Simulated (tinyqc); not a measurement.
## A finite superlattice with mass mismatch, transfer matrices: transmission against energy

One electron of energy E comes from the left lead (band edge 0); no transverse momentum. Parabolic bands, masses in units of m0, C = hbar^2/(2 m0); psi and psi'/m are continuous at every interface. N periods of a barrier d1 followed by a well Lw; the right lead equals the left one.

For the pair (psi, psi'/m) a flat layer has M = [[cos kd, (m/k) sin kd], [-(k/m) sin kd, cos kd]] with k = sqrt(m (E - U)/C) above its edge U, and M = [[cosh Kd, (m/K) sinh Kd], [(K/m) sinh Kd, cosh Kd]] with K = sqrt(m (U - E)/C) below it. The matrices are multiplied with later layers to the left. With M acting on (psi, psi'/m) and v = k/m in each lead, T(E) = 4 vL vR/[(vL vR M12 - M21)^2 + (vR M11 + vL M22)^2]. The last column is exp(-2 sum K d) over the layers with U > E.

Inputs (values chosen for the exercise); masses and offsets of a made-up heterostructure:
- mL = 0.14 m0 (mass in the left lead)
- U1 = 0.5 eV (barrier height)
- m1 = 0.32 m0 (barrier mass)
- d1 = 0.4 nm (barrier width)
- Lw = 2.8 nm (well width (edge 0, mass mL))
- N = 7 (number of periods)

Constants: q = 1.602176634e-19 C, hbar = 1.054571817e-34 J s, m0 = 9.1093837015e-31 kg, hbar^2/(2 m0) = 0.0380998212 eV nm^2. Results are converted to the units shown.

Transmission against energy:

| E (eV) | T(E) | exp(-2 sum K d) |
|---|---|---|
| 0.04 | 3.965e-5 | 1.658e-5 |
| 0.118 | 0.9952 | 4.403e-5 |
| 0.196 | 0.1290 | 1.300e-4 |
| 0.275 | 7.454e-4 | 4.536e-4 |
| 0.353 | 0.006550 | 0.001984 |
| 0.431 | 0.5168 | 0.01408 |
| 0.509 | 0.7446 | 1.000 |
| 0.587 | 0.7457 | 1.000 |
| 0.665 | 0.6851 | 1.000 |
| 0.744 | 0.5811 | 1.000 |
| 0.822 | 0.1124 | 1.000 |
| 0.9 | 0.003224 | 1.000 |

What does the table show?

T(E) runs from 3.97e-5 at 0.04 eV to 0.00322 at 0.9 eV; among the rows its largest value is 0.995 at 0.118 eV. In every row a layer is thinner than 0.8 nm, a few atomic planes, where an effective mass is a rough description.

Range of the model: Masses are held fixed, although real bands cease to be parabolic a few tenths of an eV from their edges (inside a barrier too).

Numbers from tinyqc (`OMP_NUM_THREADS=1 python tinyqc.py 2560034 2560035 out.jsonl`; about 0.01 s on one thread of a shared Intel Xeon 2.30GHz).
